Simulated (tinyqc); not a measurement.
# From one set of inputs to another, one input at a time

Model: vacuum evaporation: vapour pressure, source flux, thickness distribution, purity and step coverage. Computed by tinyqc, a small Python program. Command: `OMP_NUM_THREADS=1 python tinyqc.py 3110842 3110843 out.jsonl evap ladder`. One thread of a shared host (Intel(R) Xeon(R) Processor @ 2.30GHz), about 0.01 s of CPU time with the checks.

Molecular flow, unit sticking of the metal, no re-evaporation. The background gas is taken as water vapour (18.015 g/mol, collision diameter 0.37 nm) at 300 K.

The inputs printed are set A. Set A is modelled on silver, with constants for the liquid; the values taken over come from a set modelled on nickel, with constants for the liquid. Inputs not listed in the table keep their values of set A, so the rows need not describe a real material.

Inputs (values chosen for the exercise, modelled on silver, with constants for the liquid):

| quantity | value | unit |
|---|---|---|
| molar mass M | 107.87 | g/mol |
| film density rho | 10.5 | g/cm^3 |
| vapour-pressure constant A | 10.76 | - |
| vapour-pressure constant B | 13880 | K |
| source temperature T | 1400 | K |
| source area | 0.75 | cm^2 |
| directionality n | 3 | - |
| source-to-wafer distance h | 34 | cm |
| wafer radius R | 5 | cm |

Constants: u = 1.6605390666e-27 kg; k_B = 1.380649e-23 J/K; R = 8.314462618 J/(mol K).

Method:
- log10(p_v/Pa) = A - B/T; flux from the surface Phi = p_v/sqrt(2 pi m k_B T), m = M u.
- Mass loss = Phi x area x m; heat of evaporation = ln(10) R B; d ln Phi/dT = ln(10) B/T^2 - 1/(2 T).
- A small source emits (n + 1) Phi area cos^n(phi)/(2 pi) per solid angle; on a parallel plane at height h and lateral distance l the arrival rate is (n + 1) Phi area/(2 pi h^2) x (1 + (l/h)^2)^(-(n + 3)/2). Growth rate = arrival rate x m/rho, m = M u. The wafer is fixed and centred above the source.

Each row keeps all changes above it:

| input moved | from | to | growth rate at the centre (nm/s) | non-uniformity (max - min)/(max + min) (%) | share of the material that lands on the wafer, 1 - (1 + (R/h)^2)^(-(n + 1)/2) (%) |
|---|---|---|---|---|---|
| set A | - | - | 3.3488e-01 | 3.2083 | 4.1889 |
| source temperature T (K) | 1400 | 1980 | 2.2584e+02 | 3.2083 | 4.1889 |
| source area (cm^2) | 0.75 | 0.26 | 7.8292e+01 | 3.2083 | 4.1889 |
| source-to-wafer distance h (cm) | 34 | 66 | 2.0777e+01 | 0.8584 | 1.1380 |
| vapour-pressure constant B (K) | 13880 | 20800 | 6.6472e-03 | 0.8584 | 1.1380 |
| wafer radius R (cm) | 5 | 2.5 | 6.6472e-03 | 0.2151 | 0.2863 |

Growth rate at the centre goes from 0.335 to 0.00665, a factor 0.0198 in all. The largest single move comes from vapour-pressure constant B (a factor 3.20e-4), and source temperature T works against it (a factor 674). Non-uniformity (max - min)/(max + min) goes from 3.21 to 0.215, a factor 0.0670 in all. The largest single move comes from wafer radius R (a factor 0.251). share of the material that lands on the wafer, 1 - (1 + (R/h)^2)^(-(n + 1)/2) goes from 4.19 to 0.286, a factor 0.0684 in all. The largest single move comes from wafer radius R (a factor 0.252). The single moves hold for this order of the switches; the total does not depend on the order.

Caution (rows source temperature T, source area, source-to-wafer distance h): at this vapour pressure atoms collide above the melt, which widens the beam and lowers the net flux.

Extremes, crossings and ranges named in words are read from the listed rows.
